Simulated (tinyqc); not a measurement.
Chemical-mechanical planarisation: Preston law, pattern density and step-height reduction: one step, computed by the program tinyqc. Command: `OMP_NUM_THREADS=1 python tinyqc.py 3012571 3012572 out.jsonl cmp walk`. One thread of a shared host (Intel(R) Xeon(R) Processor @ 2.30GHz), about 0.01 s of CPU time with the checks.

A row of 12 cells, repeated periodically, holds raised features that cover a share rho of each cell.

Task: Effective density. The stiff pad averages the density: rho_eff(i) = sum_j w_ij rho_j / sum_j w_ij, w = exp(-2 d^2/L^2), L the planarisation length and d the distance between cell centres, summed over all periodic images of cell j.

Inputs (values chosen for the exercise, close to those used for copper polishing): cell size = 2.1 mm; planarisation length = 2.6 mm.

local pattern densities, cell by cell: 0.8  0.25  0.7  0.9  0.3  0.6  0.4  0.5  0.4  0.2  0.3  0.8

Give: normalised weights (images included) for cells 0, 1, 2, ... apart; effective densities.

Result:

normalised weights (images included) for cells 0, 1, 2, ... apart: 0.64378  0.17462  0.00348  0.00001  0.00000  0.00000  0.00000

effective densities: 0.70186  0.42880  0.65530  0.75699  0.45890  0.51339  0.45204  0.46438  0.38219  0.25553  0.37194  0.70868

Local densities span 0.2 to 0.9, effective ones 0.256 to 0.757.
